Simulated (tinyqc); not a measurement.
Nanowire ballistic transistor, top-of-the-barrier model: two steps of the calculation.

At the top of the source barrier, states moving towards the drain are filled by the source (Fermi level 0) and states moving back by the drain (Fermi level -q Vd); nothing scatters. U is the shift of the band edge there, set by the capacitances CG, CD and CS (the total) and by the charge. Parabolic one-dimensional subband; the source is grounded.

Inputs (values chosen for the exercise); mass and valleys close to those of germanium: temperature T = 300 K; effective mass m = 0.117 m0; valley degeneracy gv = 4; relative permittivity of the gate insulator eox = 7.5; insulator thickness tox = 1.9 nm; wire diameter d = 2 nm; gate control CG/CS aG = 0.93; drain control CD/CS aD = 0.035; band edge at the barrier top above the source Fermi level at zero bias E0 = 0.36 eV; gate voltage Vg = 0.4 V; drain voltage Vd = 0.2 V.

Constants: q = 1.602176634e-19 C, kB = 1.380649e-23 J/K, hbar = 1.054571817e-34 J s, m0 = 9.1093837015e-31 kg, Vt = kB T/q, eps0 = 8.8541878128e-14 F/cm where lengths are in cm. Results are converted to the units shown.

Question 1. Density of states, capacitances and charge at zero bias. N0 = gv sqrt(2 m kB T/pi)/hbar, CG = 2 pi eps0 eox/ln(1 + 2 tox/d), CS = CG/aG, n0 = n at U = 0 and Vd = 0. eta1 = -(E0 + U)/Vt, eta2 = eta1 - Vd/Vt, n = (N0/2)[F_(-1/2)(eta1) + F_(-1/2)(eta2)], F_(-1/2)(x) = (1/sqrt(pi)) int_0^infinity u^(-1/2)/(1 + exp(u - x)) du. UL = -(aG Vg + aD Vd).

Find: N0; CG; CS; n0; UL.

Answer 1.

N0 = 6.359e6 cm^-1
CG = 3.919 pF/cm
CS = 4.214 pF/cm
n0 = 5.697 cm^-1
UL = -0.3790 eV

Question 2. Self-consistent potential at the barrier top. U(out) = UL + q (n - n0)/CS. Newton step: U(new) = U + (U(out) - U)/(1 + CQ/CS), CQ = (q/Vt) dn/d(eta1) with both F' summed; F' = dF_(-1/2)/dx.

U after iteration 1 = -0.34300686 eV
N0 = 6.3586305e6 cm^-1
CS = 4.2138132 pF/cm
n0 = 5.6967806 cm^-1
UL = -0.379 eV

Find: eta1; eta2; n; U(out); CQ; U after iteration 2.

Answer 2.

eta1 = -0.6573
eta2 = -8.394
n = 1.222e6 cm^-1
U(out) = -0.3326 eV
CQ = 5.688 pF/cm
U after iteration 2 = -0.3386 eV

Computed by the program tinyqc: `OMP_NUM_THREADS=1 python tinyqc.py 2400101 2400102 out.jsonl`, one thread of a shared Intel Xeon 2.30GHz, about 0.06 s for the whole run.
